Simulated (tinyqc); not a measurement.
# Electroplating on a thin resistive seed layer: kinetics, Wagner number and the terminal effect across a wafer, step by step

A worked calculation. Computed by tinyqc, a small Python program that keeps every step. Command: `OMP_NUM_THREADS=1 python tinyqc.py 3120831 3120832 out.jsonl terminal walk`. One thread of a shared host (Intel(R) Xeon(R) Processor @ 2.30GHz), about 0.02 s of CPU time with the checks. Intermediate numbers are printed to about 6 digits and carried at full precision; extremes and crossings named in words are read from the listed rows.

Current enters the seed at the rim. The bath is treated as a local resistance per area (no lateral flow in the liquid), two electrons per ion, molar volume 7.11 cm^3/mol, Faraday constant F = e N_A, kinematic viscosity 0.01 cm^2/s, omega = 2 pi x rpm/60; k_B T/e is in volts.

Inputs (values chosen for the exercise, of the order of those for copper plating from an acid sulfate bath):

| quantity | value | unit |
|---|---|---|
| wafer radius R | 7.5 | cm |
| seed thickness t | 100 | nm |
| seed resistivity | 14 | microohm cm |
| bath conductivity kappa | 0.11 | S/cm |
| gap to the anode h | 1 | cm |
| extra resistance of a porous plate | 0 | ohm cm^2 |
| exchange current density i_0 | 0.15 | mA/cm^2 |
| cathodic transfer coefficient alpha | 0.49 | - |
| mean current density | 22 | mA/cm^2 |
| diffusivity of the metal ion | 4.6e-06 | cm^2/s |
| metal ion concentration | 0.46 | mol/L |
| rotation rate | 60 | rpm |
| temperature T | 298 | K |

Constants: e = 1.602176634e-19 C; N_A = 6.02214076e+23 1/mol; k_B = 8.617333262e-05 eV/K.

## Rate, limit and resistances

Growth rate = i V_m/(2 F). Levich limit i_L = 0.62 x 2 F D^(2/3) omega^(1/2) nu^(-1/6) c. Tafel overpotential eta = (k_B T/(alpha e)) ln(i/i_0); kinetic resistance k_B T/(alpha e i); bath resistance h/kappa + plate; R_s = resistivity/t; Wagner number = kinetic resistance x kappa/R.

growth rate = 486.354 nm/min

limiting current i_L = 82.2058 mA/cm^2

overpotential = 261.417 mV

kinetic resistance = 2.38216 ohm cm^2

bath resistance R_b = 9.09091 ohm cm^2

sheet resistance R_s = 1.4 ohm/square

Wagner number = 0.0349383

## Linear estimate of the terminal effect

Linearised: with R_t = kinetic + bath resistance the current density obeys (1/r)(r i')' = i R_s/R_t, so i = A I_0(r/l), l = sqrt(R_t/R_s); with x = R/l, edge/centre = I_0(x) and edge/mean = x I_0(x)/(2 I_1(x)). Voltage drop in the seed for a uniform current: i R_s R^2/4.

length l = 2.86270 cm

x = R/l = 2.61990

edge over centre, linear = 3.60861

edge over mean, linear = 1.68497

drop for uniform current = 433.125 mV

## Current distribution

Full model: seed potential phi(r) with (1/r)(r phi')' = R_s i, where i solves phi = R_b i + (k_B T/(alpha e)) ln(i/i_0) (phi being the driving voltage left at r); phi'(0) = 0 and phi'(R) = R_s i_mean R/2. Solved by collocation to a tolerance of 1e-7.

Across the wafer:

| r/R | i (mA/cm^2) | i/mean | i/mean, linear |
|---|---|---|---|
| 0.00 | 10.7579 | 0.48899 | 0.46693 |
| 0.20 | 11.3793 | 0.51724 | 0.49953 |
| 0.40 | 13.4271 | 0.61032 | 0.60420 |
| 0.60 | 17.5088 | 0.79586 | 0.80310 |
| 0.75 | 22.6029 | 1.02741 | 1.03878 |
| 0.90 | 30.3438 | 1.37926 | 1.37948 |
| 1.00 | 37.5789 | 1.70813 | 1.68497 |

edge over centre, full model = 3.49316

The full model gives 3.49 against 3.61 from the linear form.

## As the film thickens, and with more bath resistance

The film is taken as uniform, with the seed resistivity; the last column adds 100 ohm cm^2 to R_b. Extra power of that plate = i^2 x 100 ohm cm^2 x area.

Edge over centre:

| thickness (nm) | R_s (ohm/square) | as given | with 100 ohm cm^2 more |
|---|---|---|---|
| 100 | 1.40000 | 3.49316 | 1.18455 |
| 150 | 0.93333 | 2.48373 | 1.12125 |
| 200 | 0.70000 | 2.04738 | 1.09027 |
| 300 | 0.46667 | 1.65538 | 1.05974 |
| 500 | 0.28000 | 1.37298 | 1.03564 |
| 1000 | 0.14000 | 1.17900 | 1.01774 |
| 2000 | 0.07000 | 1.08764 | 1.00885 |

extra power = 8.55299 W

The ratio falls below 1.1 from 2000 nm on as given, and from 200 nm on with the added resistance: what counts is R_s R^2 against the sum of kinetic and bath resistance.

Checks made by the program: mean of the distribution (relative difference 2e-07).
